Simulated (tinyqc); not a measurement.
Deal-Grove kinetics of thermal oxidation of silicon: one step, computed by the program tinyqc. Command: `OMP_NUM_THREADS=1 python tinyqc.py 3025873 3025874 out.jsonl oxide walk`. One thread of a shared host (Intel(R) Xeon(R) Processor @ 2.30GHz), about 0.02 s of CPU time with the checks.

Oxidant diffuses through the oxide and reacts at the interface, so that dx/dt = B/(A + 2x) for the oxide thickness x.

Task: Two steps, the one at T2 first. B = B0 p exp(-E_B/(k_B T)), B/A = (B/A)0 p^m exp(-E_A/(k_B T)), p in atm; A = B/(B/A). Temperatures in kelvin are T(C) + 273.15. tau = (x_i^2 + A x_i)/B and x = (A/2) [sqrt(1 + 4 B (t + tau)/A^2) - 1], the root of x^2 + A x = B (t + tau). First t2 at T2 from x_i, then t at T from the thickness reached.

Inputs (values chosen for the exercise, close to those used for silicon):
```
quantity,value,unit
prefactor B0,824,um^2/h
activation energy E_B,1.21,eV
prefactor (B/A)0,3.51e+06,um/h
activation energy E_A,2.02,eV
temperature T,925,C
oxidant pressure p,1,atm
pressure exponent m of B/A,0.74,-
initial oxide x_i,0.05,um
time t,2.4,h
"temperature of step 2, T2",1000,C
"time of step 2, t2",0.28,h
```

Ambient: dry oxygen. Surface: (100). Extension: second step.

length A = 0.5994086 um

parabolic constant B = 0.006703543 um^2/h

Constants: k_B = 8.617333262e-05 eV/K.

Give: thickness after t2 at T2; final thickness in this order.

Result:

thickness after t2 at T2 = 0.05771 um

final thickness in this order = 0.07955 um
